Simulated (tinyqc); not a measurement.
From results back to parameters: Shockley-Read-Hall recombination through one deep level. Three cases, with inputs chosen for the exercise.

Problem. Deep-level transient spectroscopy: the emission rate is en = gam sigma T^2 exp(-dE/kB T), dE = Ec - Et. Two rates were computed from hidden dE and sigma.

Constants: kB = 8.617333262e-05 eV/K.

Find: ln(en/T^2) at T1 and T2; dE; sigma.

Method. ln(en/T^2) against 1/T is a line of slope -dE/kB and intercept ln(gam sigma); plotting ln en alone would overstate dE by about 2 kB T.

Case 1.

Values chosen (out of a larger set: gap and densities of states near those of SiC at this temperature; not measured data): gam = 5.3e+21 1/(cm^2 s K^2) (vth Nc/T^2, which does not depend on T); T1 = 212 K; T2 = 239 K.

en(T1) = 4.27562 1/s
en(T2) = 82.0544 1/s

Solution.

ln(en/T^2) at T1 and T2: -9.2602  -6.5455

dE = 0.439 eV
sigma = 4.9e-16 cm^2

Case 2.

Values chosen (out of a larger set: gap and densities of states near those of Si at this temperature; not measured data): gam = 5.1e+21 1/(cm^2 s K^2) (vth Nc/T^2, which does not depend on T); T1 = 245 K; T2 = 275 K.

en(T1) = 2.26971 1/s
en(T2) = 39.0659 1/s

Solution.

ln(en/T^2) at T1 and T2: -10.1829  -7.5683

dE = 0.506 eV
sigma = 1.9e-16 cm^2

Case 3.

Values chosen (out of a larger set: gap and densities of states near those of Si at this temperature; not measured data): gam = 7e+21 1/(cm^2 s K^2) (vth Nc/T^2, which does not depend on T); T1 = 300 K; T2 = 355 K.

en(T1) = 31.4588 1/s
en(T2) = 1809.81 1/s

Solution.

ln(en/T^2) at T1 and T2: -7.9589  -4.2433

dE = 0.620 eV
sigma = 1.3e-15 cm^2

Computed by tinyqc, one run a case: `OMP_NUM_THREADS=1 python tinyqc.py N N+1 out.jsonl` with N = 1680193, 1680228, 1680271; one thread of a shared Intel(R) Xeon(R) Processor @ 2.30GHz, about 0.01 s a run at most.
